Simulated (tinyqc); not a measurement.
A temperature scan through the peak: deep-level transient spectroscopy (DLTS) of one majority-carrier trap. Computed by tinyqc, a small Python program. Command: `OMP_NUM_THREADS=1 python tinyqc.py 3007903 3007904 out.jsonl dlts sweep`. One thread of a shared host (Intel(R) Xeon(R) Processor @ 2.30GHz), about 0.02 s of CPU time with the checks.

A filling pulse loads the traps in a one-sided junction; under reverse bias they empty at the rate e, and the capacitance relaxes as C(t) = C_0 - dC exp(-e t). The signal is S = [C(t_2) - C(t_1)]/dC.

Inputs (values chosen for the exercise, for a model semiconductor):
```
quantity,value,unit
density-of-states mass m,0.138,m_0
valleys M,1,-
trap depth E_t,0.775,eV
cross-section sigma_0,2.3e-17,cm^2
degeneracy ratio g,2,-
gate time t_1,0.001,s
ratio t_2/t_1,2,-
dielectric constant eps,10.3,-
mean field F,23000,V/cm
```

Carriers: electrons. Extra term: Poole-Frenkel lowering.

Constants: k_B = 8.617333262e-05 eV/K; k_B = 1.380649e-23 J/K; m_0 = 9.1093837015e-31 kg; h = 6.62607015e-34 J s; e = 1.602176634e-19 C; eps_0 = 8.8541878128e-12 F/m.

Method. e = g sigma v N_b exp(-E/k_B T), v = sqrt(3 k_B T/m), N_b = 2 M (2 pi m k_B T/h^2)^(3/2), sigma = sigma_0, E = E_t - dE with the one-dimensional Poole-Frenkel lowering dE = sqrt(e^3 F/(pi eps eps_0)), F being held as an input apart from the bias (the centre is charged when empty). S(e) = exp(-e t_1) - exp(-e t_2) peaks at the rate window e_0 = ln(t_2/t_1)/(t_2 - t_1).

One run for each value:
```
temperature T (K),emission rate e (1/s),signal at T
451,2.3127e+01,2.2339e-02
468,4.9693e+01,4.6128e-02
486,1.0565e+02,9.0209e-02
520,3.8350e+02,2.1707e-01
537,6.8943e+02,2.5000e-01
554,1.1979e+03,2.1073e-01
572,2.0787e+03,1.0944e-01
589,3.3978e+03,3.2329e-02
606,5.4116e+03,4.4446e-03
623,8.4157e+03,2.2131e-04
```

Give the missing row, temperature T (K) = 503.

Computed row:
```
temperature T (K)  emission rate e (1/s)  signal at T
503                           2.0549e+02   1.5125e-01
```

Interpolating between the two neighbouring rows (linearly) misses most in emission rate e (1/s), by 19 %. Over the rows, emission rate e (1/s) rises from 23.1 to 8420 (exponent d ln y / d ln x 21 between the first rows and 16 between the last); signal at T goes from 0.0223 through a maximum among these rows, 0.250 at 537, to 2.21e-4. The signal peaks where e equals the rate window.

Extremes, crossings and ranges named in words are read from the listed rows.
